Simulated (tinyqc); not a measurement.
Raising U: Hubbard chain of 2 sites, mean field against exact. Computed by the program tinyqc. 

one-body matrix (hopping and site energies) (eV):
```
         1        2
1   0.2100  -0.9400
2  -0.9400   0.4900
```

electrons, up and down: 1  1

Collinear unrestricted mean field (the lowest of 40 random starts) against exact diagonalisation.

Exact and mean-field results (eV):
```
U          U/t   E exact  E mean field  mean |n_up - n_down|  double occupancy, exact  first gap in the sector
0.470    0.500  -0.97572      -0.96163                 0.000                    0.223                    1.676
0.940    1.000  -0.78019      -0.72388                 0.000                    0.193                    1.480
1.880    2.000  -0.46904      -0.25042              2.39e-05                    0.140                    1.169
2.820    3.000  -0.24418       0.06904                 0.741                    0.101                    0.944
3.760    4.000  -0.08126       0.22791                 0.864                    0.074                    0.781
5.640    6.000   0.12972       0.38597                 0.942                    0.042                    0.570
7.520    8.000   0.25567       0.46469                 0.968                    0.026                    0.444
11.280  12.000   0.39474       0.54324                 0.986                    0.013                    0.305
18.800  20.000   0.51380       0.60598                 0.995                 4.86e-03                    0.186
```

In absolute terms mean field is worst at U/t = 3.0, 0.313 eV too high: at small U it is nearly exact, and at large U it misses only exchange-scale energies. Its local moments set in at U/t = 3.0 of those listed, a broken symmetry that the exact state of a finite cluster with equal spins does not have. Relative to the exact energy its error is 1.4 % at the smallest U, 380 % at most and 18 % at the largest. The double occupancy falls from 0.223 to 0.005.
